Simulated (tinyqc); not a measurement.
When the Fermi surface touches the face: free and nearly free electrons in a metal.

The cubic cell holds 4 atoms: n = 4 z/a^3, kF = (3 pi^2 n)^(1/3), EF = c kF^2/m, vF = 2 c kF/(m hbar), c = hbar^2/2m0; rs = (3/(4 pi n))^(1/3)/a0; D(EF) = 3 n/(2 EF).

Two plane waves k and k - G, G = (111) (2 pi/a): H = [[c k^2/m, V], [V, c (k - G)^2/m]] with c = hbar^2/2m0.

Constants: hbar^2/2m0 = 3.80998211 eV angstrom^2; hbar = 6.58211957e-16 eV s; a0 (Bohr radius) = 0.5291772105 angstrom.

Inputs chosen for the exercise (out of a larger set: near those of Au, whose d bands this model ignores; not measured data): a = 4.059 angstrom (fcc lattice constant); z = 1 (free electrons an atom); m = 1.3 m0 (mass).

On the face the lower band is E = c (G^2/4 + q^2)/m - V, q along the face. EF is held at its free value. A neck opens where EF > c G^2/(4m) - V, with radius q; the second band fills where EF > c G^2/(4m) + V.

Necks:

| V (eV) | lower band at the face centre (eV) | neck radius (1/angstrom) | radius/kF |
|---|---|---|---|
| 0.2 | 5.067 | - | - |
| 0.5 | 4.767 | - | - |
| 0.8 | 4.467 | - | - |
| 1.1 | 4.167 | 0.2049 | 0.169 |
| 1.4 | 3.867 | 0.3799 | 0.314 |
| 1.8 | 3.467 | 0.5299 | 0.438 |
| 2.2 | 3.067 | 0.6460 | 0.534 |
| 2.6 | 2.667 | 0.7442 | 0.615 |

EF = 4.290 eV
c G^2/(4m) = 5.267 eV

Contact needs V > 0.977 eV. It is first met at V = 1.1 eV of those listed, and the radius then grows as the square root of the excess, to 0.615 kF at 2.6 eV. EF is held at its free value here; a count of states lowers it as V grows, strongly for V of an eV or more, so the threshold is a lower bound, the radii are upper bounds, and some necks may vanish.

Program tinyqc; command `OMP_NUM_THREADS=1 python tinyqc.py 1680354 1680355 out.jsonl`; about 0.01 s on one thread of a shared Intel(R) Xeon(R) Processor @ 2.30GHz.
